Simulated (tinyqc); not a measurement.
From results back to parameters: two-band massive Dirac model of the K valleys. Five cases, with inputs chosen for the exercise.

Problem. In the valley model H = [[D/2, a t (kx - i ky)], [a t (kx + i ky), -D/2 + lam sz]], sz = +/-1, a t is hbar v. The gaps of the two spins, A and B, are G = D - lam and D + lam, the band-edge mass of A is c (D - lam)/(a t)^2, c = hbar^2/2m0, and its Berry curvature at the edge is 2 (a t)^2/G^2 in size. The values below come from hidden D, lam and t.

Constants: hbar^2/2m0 = 3.80998211 eV angstrom^2.

Find: D, lam, t; |Omega| at the A edge.

Method. The mean of the gaps is D and half their difference lam; a t = sqrt(c G_A/m). The curvature 2 (a t)^2/G^2 equals 2c/(m G).

Case 1.

Values chosen (out of a larger set: near those used for monolayer WSe2; not measured data): a = 3.314 angstrom (lattice constant).

gaps (eV): A 1.3970, B 1.9230

mass of A = 0.342232 m0

Solution.

D, lam, t (eV): 1.660  0.263  1.190

|Omega| at the A edge = 15.938 angstrom^2

Case 2.

Values chosen (out of a larger set: near those used for monolayer MoSe2; not measured data): a = 3.32 angstrom (lattice constant).

gaps (eV): A 1.2930, B 1.4670

mass of A = 0.564242 m0

Solution.

D, lam, t (eV): 1.380  0.087  0.890

|Omega| at the A edge = 10.445 angstrom^2

Case 3.

Values chosen (out of a larger set: near those used for monolayer MoSe2; not measured data): a = 3.319 angstrom (lattice constant).

gaps (eV): A 1.3100, B 1.4700

mass of A = 0.444157 m0

Solution.

D, lam, t (eV): 1.390  0.080  1.010

|Omega| at the A edge = 13.096 angstrom^2

Case 4.

Values chosen (out of a larger set: near those used for monolayer WS2; not measured data): a = 3.201 angstrom (lattice constant).

gaps (eV): A 1.6820, B 2.0980

mass of A = 0.393946 m0

Solution.

D, lam, t (eV): 1.890  0.208  1.260

|Omega| at the A edge = 11.500 angstrom^2

Case 5.

Values chosen (out of a larger set: near those used for monolayer WSe2; not measured data): a = 3.319 angstrom (lattice constant).

gaps (eV): A 1.4410, B 1.9390

mass of A = 0.364083 m0

Solution.

D, lam, t (eV): 1.690  0.249  1.170

|Omega| at the A edge = 14.524 angstrom^2

Computed by tinyqc, one run a case: `OMP_NUM_THREADS=1 python tinyqc.py N N+1 out.jsonl` with N = 1451719, 1451727, 1451736, 1451743, 1451795; one thread of a shared Intel(R) Xeon(R) Processor @ 2.30GHz, about 0.01 s a run at most.
